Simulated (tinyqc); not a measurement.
Reflectance at normal incidence against thickness.

Normal incidence on air, film (n1) and substrate (N2 = n2 - i k2): r01 = (1 - n1)/(1 + n1), r12 = (n1 - N2)/(n1 + N2), amplitude (r01 + r12 X)/(1 + r01 r12 X), X = exp(-4 pi i n1 d/lam), R its squared modulus, phase from 0 to 360 degrees.

Parameters, values chosen for the exercise: wavelength lam = 632.8 nm; index of the transparent film n1 = 1.465; index of the substrate n2 = 3.882; extinction coefficient of the substrate k2 = 0.019.

Reflectance at normal incidence against thickness:

| d (nm) | R (%) | phase of the reflected amplitude (degrees) |
|---|---|---|
| 0 | 34.850 | 179.85 |
| 28 | 31.716 | 149.79 |
| 55 | 23.384 | 115.89 |
| 82 | 13.067 | 68.914 |
| 110 | 8.3287 | 353.49 |
| 138 | 14.576 | 282.12 |
| 165 | 24.988 | 238.09 |
| 192 | 32.598 | 205.37 |
| 220 | 34.781 | 175.63 |

R goes from 34.9 through a minimum of 8.33 (at d = 110 nm among the rows listed) to 34.8 %. At a quarter wave, d = 108 nm, R = 8.29 %; for a transparent substrate it would vanish for n1 = sqrt(n2) = 1.97.

Numbers from tinyqc (`OMP_NUM_THREADS=1 python tinyqc.py 2870167 2870168 out.jsonl`; about 0.3 s on one thread of a shared Intel Xeon 2.30GHz).
